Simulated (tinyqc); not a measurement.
LED efficiency against current.

ABC model of an LED: J = q da (A n + Ba n^2 + Ca n^3), IQE = Ba n^2/(A n + Ba n^2 + Ca n^3), differential lifetime 1/(A + 2 Ba n + 3 Ca n^2).

Values chosen for this exercise: defect coefficient of the active layer A = 3.1e6 1/s; radiative coefficient of the active layer Ba = 6.7e-11 cm^3/s; Auger coefficient of the active layer Ca = 4e-31 cm^6/s; thickness of the active layer da = 7.8 nm.

Constants: q = 1.602176634e-19 C. Results are converted to the units shown.

Result of one run:
```
J (A/cm^2)	n (cm^-3)	IQE (%)	defect share (%)	Auger share (%)	differential lifetime (ns)
0.2	1.331e17	74.16	25.78	0.05893	47.72
```

What becomes of these results when the current density J is changed from 0.2 to 20 A/cm^2, all else the same?

Result of the changed run:
```
J (A/cm^2)	n (cm^-3)	IQE (%)	defect share (%)	Auger share (%)	differential lifetime (ns)
20	1.516e18	96.19	2.936	0.8705	4.785
```

The whole series:
```
J (A/cm^2)	n (cm^-3)	IQE (%)	defect share (%)	Auger share (%)	differential lifetime (ns)
0.2	1.331e17	74.16	25.78	0.05893	47.72
0.9	3.053e17	86.70	13.14	0.1580	22.67
4	6.671e17	93.17	6.461	0.3711	10.75
20	1.516e18	96.19	2.936	0.8705	4.785
70	2.845e18	96.78	1.574	1.644	2.538
300	5.861e18	95.89	0.7569	3.355	1.205
1000	1.058e19	93.67	0.4098	5.915	0.6432
5000	2.290e19	87.82	0.1774	12.01	0.2702
20000	4.352e19	79.31	0.08431	20.61	0.1233
```

The IQE goes from 74.2 through a maximum of 96.8 (at J = 70 A/cm^2 among the rows listed) to 79.3 %. The exact peak, Q/(Q + 2) = 96.8 % with Q = Ba/sqrt(A Ca) = 60.2, lies at n = sqrt(A/Ca) = 2.78e18 cm^-3, J = 67.0 A/cm^2, where the defect and Auger shares are equal. n goes as J^(0.55) at the low end and J^(0.46) at the high end.

Computed by the program tinyqc: `OMP_NUM_THREADS=1 python tinyqc.py 2300122 2300123 out.jsonl`, one thread of a shared Intel Xeon 2.30GHz, about 0.01 s for the whole run.
